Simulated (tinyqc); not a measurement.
# Free and trapped electrons in a MOS channel with a dense trap tail: what changes with what

p-type body, charge-sheet picture, full ionisation (an idealisation for deep acceptors), Boltzmann statistics for free electrons. e = Ec - EF at the surface. Acceptor-like traps of density D(E) = D0 + De exp(-E/Ew) at depth E below Ec, from 0 to Eu, hold n_t = integral of D(E)/(1 + exp((e - E)/Vt)). psi = Eg - Vt ln(Nv/Na) - e; N_dep = sqrt(2 eps0 eps_r Na (psi - Vt)/q); n_f = sqrt(N_dep^2 + 2 eps0 eps_r Vt Nc exp(-e/Vt)/q) - N_dep; Vg = Vfb + psi + q (N_dep + n_t + n_f)/Cox, Cox = eps0 eox/tox.

Parameters, values chosen for the exercise; band and dielectric values close to those of 4H silicon carbide: temperature T = 300 K; band gap Eg = 3.3 eV; relative permittivity eps_r = 9.82; conduction-band density of states at T Nc = 1.71e19 cm^-3; valence-band density of states at T Nv = 2.5e19 cm^-3; relative permittivity of the insulator eox = 3.9; insulator thickness tox = 62 nm; acceptor density Na = 6.8e15 cm^-3; flat-band voltage without trapped charge Vfb = -2.64 V; constant background density of acceptor-like traps D0 = 1.8e10 cm^-2 eV^-1; density of the tail at the conduction edge De = 5.3e12 cm^-2 eV^-1; decay energy of the tail Ew = 0.13 eV; depth below Ec down to which the traps reach Eu = 0.75 eV; mobility of free electrons mf = 110 cm^2/(V s).

Constants: q = 1.602176634e-19 C, kB = 1.380649e-23 J/K, Vt = kB T/q, eps0 = 8.8541878128e-14 F/cm where lengths are in cm. Results are converted to the units shown.

Each table varies one quantity; the others keep the values above.

## Free and trapped charge against gate voltage

Free share n_f/(n_f + n_t); swing ln 10 n_f/(dn_f/dVg); field-effect mobility mf q (dn_f/dVg)/Cox, for a constant mf; oxide field q (N_dep + n_t + n_f)/(eps0 eox).

Results:
columns A: Vg (V); B: e (eV); C: n_f (cm^-2); D: n_t (cm^-2); E: free share (%); F: swing (mV/decade); G: field-effect mobility (cm^2/(V s)); H: oxide field (MV/cm)
```
A            B         C         D         E        F         G       H
1.4     0.4162   5.532e5  3.381e10  0.001636    116.9  0.003447  0.2207
2.6     0.1256  3.844e10  2.879e11     11.78    710.2     39.44  0.3674
3.8    0.06785  2.840e11  4.348e11     39.52     2591     79.88  0.5516
5      0.04180  6.121e11  5.128e11     54.41     4874     91.50  0.7410
6.2    0.02445  9.713e11  5.633e11     63.29     7263     97.45  0.9317
7.4    0.01131  1.348e12  5.978e11     69.28     9713     101.1   1.123
9.8  -0.008168  2.133e12  6.391e11     76.95  1.477e4     105.3   1.507
11    -0.01580  2.535e12  6.516e11     79.55  1.736e4     106.4   1.699
```

Estimate the missing row, Vg = 8.6 V.

Computed row:
columns A: Vg (V); B: e (eV); C: n_f (cm^-2); D: n_t (cm^-2); E: free share (%); F: swing (mV/decade); G: field-effect mobility (cm^2/(V s)); H: oxide field (MV/cm)
```
A           B         C         D      E        F      G      H
8.6  7.107e-4  1.737e12  6.219e11  73.63  1.222e4  103.6  1.315
```

With this row back in the table: n_f reaches 1e11 cm^-2 at Vg = 2.99 V, against 1.98 V without traps. The free share rises from 0.00164 to 79.5 % and the field-effect mobility rises from 0.00345 to 106 cm^2/(V s), although mf = 110 is constant: in the last row 96.7 % of Cox dVg goes into free electrons. The swing in the first row is 117 mV a decade (Vt ln 10 = 59.5). For Vg = 5, 6.2, 7.4, 8.6, 9.8, 11 EF lies less than 2 Vt below the band edge, or above it, where degeneracy and confinement, left out, matter.

## Effect of the acceptor density

Vfb is held fixed. VT is the Vg for n_f = 1e11 cm^-2; swing ln 10 n_f/(dn_f/dVg) at n_f = 1e8 cm^-2; the last three columns are for Vg = VT + 5 V, with free share n_f/(n_f + n_t) and field-effect mobility mf q (dn_f/dVg)/Cox; there EF is near the band edge, where Boltzmann statistics are rough.

Results:
columns A: Na (cm^-3); B: e at VT (eV); C: VT (V); D: q n_t/Cox at VT (V); E: swing (mV/decade); F: n_f (cm^-2); G: free share (%); H: field-effect mobility (cm^2/(V s))
```
A           B      C       D      E         F      G      H
1e15   0.1205  1.935  0.8599  161.4  1.505e12  71.79  100.9
2e15   0.1131  2.222  0.9073  170.2  1.516e12  71.74  101.4
6e15   0.1006  2.888  0.9936  187.3  1.535e12  71.59  102.3
1e16  0.09457  3.324   1.038  196.9  1.543e12  71.48  102.8
3e16  0.08110  4.687   1.142  222.7  1.561e12  71.20  103.9
2e17  0.05704  9.562   1.343  295.1  1.586e12  70.65  105.6
5e17  0.04523  14.10   1.445  352.7  1.594e12  70.40  106.0
```

Estimate the missing row, Na = 8e16 cm^-3.

Computed row:
columns A: Na (cm^-3); B: e at VT (eV); C: VT (V); D: q n_t/Cox at VT (V); E: swing (mV/decade); F: n_f (cm^-2); G: free share (%); H: field-effect mobility (cm^2/(V s))
```
A           B      C      D      E         F      G      H
8e16  0.06875  6.660  1.243  254.3  1.575e12  70.91  104.9
```

With this row back in the table: As Na goes from 1e15 to 5e17, VT rises from 1.93 to 14.1 V, its part due to traps rises from 0.860 to 1.45 V, the swing rises from 161 to 353 mV/decade and the field-effect mobility rises from 101 to 106 cm^2/(V s). Most of the rise of VT is depletion charge; the trap part grows since the same n_f needs EF nearer the band edge at heavier doping. For Na = 5e17 e is under 2 Vt already at VT, so VT too is rough.

Program tinyqc, `OMP_NUM_THREADS=1 python tinyqc.py 2222177 2222178 out.jsonl`; Intel Xeon 2.30GHz, shared host, one thread, about 0.02 s.
